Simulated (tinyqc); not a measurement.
What moves the results: deformation potentials from a strained empirical pseudopotential. A value that a table varies takes the place of the one given here.

Diamond lattice, no spin-orbit coupling. Atomic form factor V(q) = a1 (q^2 - a2)/(a3 exp(a4 q^2) - 1) in rydberg with q in 1/bohr, for the unstrained cell. Under a strain e the reciprocal vectors and k go over into (1 + e)^(-1) G, the atoms sit at +/- tau with tau = (1 + e) a (1,1,1)/8 - zeta a (eyz, ezx, exy)/4, and H(G,G') = c |k + G|^2 delta + (V(q)/det(1 + e)) cos(q.tau), q = G - G', with the term q = 0 left out; c = hbar^2/2m0. The basis is fixed before straining: all G with |k + G|^2 up to 16 (2 pi/a)^2. k is given in units of 2 pi/a of the unstrained cell.

Constants: hbar^2/2m0 = 3.80998211 eV angstrom^2; Ry = 13.60569312 eV; a0 (Bohr radius) = 0.5291772105 angstrom.

Inputs chosen for the exercise (near those of Si; the results hold for these values, not for the real material): a = 5.423 angstrom (lattice constant); A = (0.531, 2.176, 2.063, 0.483) (a1 (Ry bohr^2), a2 (1/bohr^2), a3, a4 (bohr^2)); h = 0.001 (size of the test strain); kD = 0.82 2 pi/a (position of the Delta minimum); a1 = 0.531; a2 = 2.176; a3 = 2.063; a4 = 0.483.

## The internal displacement

Xu of L (level 5, the lowest empty one) and d from exy = eyz = ezx = h for several zeta: Xu = [E(L [111]) - E(L [1-1-1])]/((8/3) h), d = (single valence level - pair)/(3 sqrt(3) h). zeta = 0 strains the bonds with the lattice; zeta = 1 keeps all four bond lengths equal to first order.

Results:
```
zeta  Xu (L) (eV)  d (eV)
0.00        11.46    0.44
0.25        11.80   -1.81
0.50        12.13   -4.06
0.60        12.27   -4.96
0.75        12.47   -6.31
1.00        12.81   -8.56
```

From zeta = 0 to 1, d goes from 0.44 to -8.56 eV and Xu (L) from 11.46 to 12.81 eV, both nearly linearly: the displacement is an optical-phonon mode, and d = d(0) - zeta d0/4 gives its deformation potential d0 = 36 eV. Leaving the relaxation out (zeta = 0 for 0.5) moves d by +4.50 eV, which reverses its sign, and Xu (L) by -0.67 eV. Tetragonal strain has no such freedom.

## Size of the test strain

e = diag(-h/2, -h/2, h). Xu = [E(Delta z) - E(Delta x)]/(1.5 h) at fixed kD, b = [E(Z) - E(X, Y)]/(4.5 h); one-sided from +h alone, central from +h and -h.

Results (eV):
```
h       Xu one-sided  Xu central  b one-sided  b central
0.0010         8.107       8.112       -3.261     -3.257
0.0025         8.099       8.112       -3.267     -3.257
0.0050         8.086       8.112       -3.277     -3.257
0.0100         8.061       8.113       -3.298     -3.257
0.0200         8.013       8.117       -3.340     -3.258
0.0300         7.967       8.124       -3.382     -3.259
```

From h = 0.001 to 0.03 the one-sided Xu drifts by -0.139 eV and the central one by +0.012 eV; for b the drifts are -0.121 and -0.002 eV. The central difference cancels the term of second order in the strain, so its error goes as h^2. At h = 0.02 the linear law errs by 1.2 % for the valley splitting and 2.5 % for the valence splitting.

## What each parameter of the potential does

Gaps from the valence top to level 8 at Gamma and level 5 at (kD,0,0) and L, and their deformation potentials [E(+h) - E(-h)]/(3 ln((1 + h)/(1 - h))) for e = +/- h 1, h = 0.002. The row for the lattice constant keeps V(q) without the volume factor, so it is not a strain. Each row changes one parameter from the base and keeps the others.

Results:
```
case                Gamma (eV)  Delta (eV)  L (eV)  potential Gamma (eV)  potential Delta (eV)  potential L (eV)
base                     4.223       1.006   1.995                 -8.76                  2.66             -1.93
a = 5.477 angstrom       4.094       1.294   2.092                 -9.05                  2.36             -2.11
a1 = 0.526               4.179       0.938   1.946                 -8.69                  2.67             -1.92
a2 = 2.154               4.334       0.931   1.998                 -8.69                  2.71             -1.90
a3 = 2.042               4.273       1.101   2.061                 -8.86                  2.67             -1.93
a4 = 0.478               4.318       1.093   2.071                 -8.93                  2.58             -2.01
```

The largest shifts from the base row, up to three for each result and ties (the steps differ in size, so this ranks the rows, not the parameters). Gamma (eV): a -0.129, a2 +0.111, a4 +0.095. Delta (eV): a +0.289, a3 +0.095, a4 +0.087. L (eV): a +0.097, a4 +0.076, a3 +0.066. potential Gamma (eV): a -0.29, a4 -0.17, a3 -0.09. potential Delta (eV): a -0.31, a4 -0.08, a2 +0.05. potential L (eV): a -0.18, a4 -0.08, a2 +0.03; unchanged at the printed digits by a3.

Program tinyqc; command `OMP_NUM_THREADS=1 python tinyqc.py 1851077 1851078 out.jsonl`; about 0.2 s on one thread of a shared Intel(R) Xeon(R) Processor @ 2.30GHz.
